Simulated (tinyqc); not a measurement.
# Threshold-voltage variability of a planar MOSFET, analytic estimates: effect of the channel doping

Three independent sources add in quadrature: random dopants in the depleted layer, metal-gate grains of two orientations, and roughness of the two gate edges acting through the roll-off VT = VT(long) - Vr exp(-L/l). These are first-order estimates: no three-dimensional electrostatics, no percolation.

ni = sqrt(Nc Nv) exp(-Eg/(2 Vt)), Eg in volts; Cox = 3.9 eps0/ti; Wd = sqrt(4 eps0 eps_r Vt ln(Na/ni)/(q Na)); dopants: s1 = (q/Cox) sqrt(Na Wd/(3 L W)). Grains: Ng = L W/G^2 (at least 1), s2 = dW sqrt(p (1 - p)/Ng). Edges, with exponential correlation and u = W/La: the mean gate length has sL^2 = 2 De^2 (2/u)[1 - (1 - exp(-u))/u]; s3 = sL (Vr/l) exp(-L/l). s = sqrt(s1^2 + s2^2 + s3^2). l and Vr are held fixed.

Inputs (values chosen for the exercise); material values close to those of silicon: temperature T = 325 K; band gap Eg = 1.12 eV; relative permittivity of the semiconductor eps_r = 11.8; conduction-band density of states at T Nc = 3.2e19 cm^-3; valence-band density of states at T Nv = 3.03e19 cm^-3; oxide-equivalent thickness in inversion ti = 2.4 nm; gate length L = 65 nm; gate width W = 140 nm; metal grain size G = 7 nm; work-function difference of the two grain orientations dW = 0.1 eV; share of the orientation of higher work function p = 0.4; rms roughness of one gate edge De = 0.6 nm; correlation length of the roughness La = 20 nm; decay length of the threshold roll-off l = 13 nm; prefactor of the roll-off Vr = 2.5 V.

Constants: q = 1.602176634e-19 C, kB = 1.380649e-23 J/K, Vt = kB T/q, eps0 = 8.8541878128e-14 F/cm where lengths are in cm. Results are converted to the units shown.

The same in every row: s2 (mV) = 3.5949; s3 (mV) = 0.54415.

Effect of the channel doping:
```
Na (cm^-3)	s1 (mV)	s (mV)	s sqrt(L W) (mV um)
1.5e17	7.5874	8.4135	0.80260
2.6e17	8.7864	9.5090	0.90710
4.7e17	10.286	10.909	1.0407
8.2e17	11.924	12.466	1.1892
1.5e18	13.994	14.458	1.3792
2.6e18	16.185	16.588	1.5824
4.5e18	18.708	19.058	1.8180
8e18	21.772	22.074	2.1057
```

What does the table show?

As Na goes from 1.5e17 to 8e18 cm^-3, s rises from 8.41 to 22.1 mV. The dopants are the largest source in the first and the last row. s1 goes on average as Na^(0.27), near the 1/4 expected from Na Wd. For Na = 1.5e17 to 2.6e17 cm^-3 the depletion depth exceeds L, so source and drain share much of the charge and s1 is rough.

Program tinyqc, `OMP_NUM_THREADS=1 python tinyqc.py 2090023 2090024 out.jsonl`; Intel Xeon 2.30GHz, shared host, one thread, about 0.01 s.
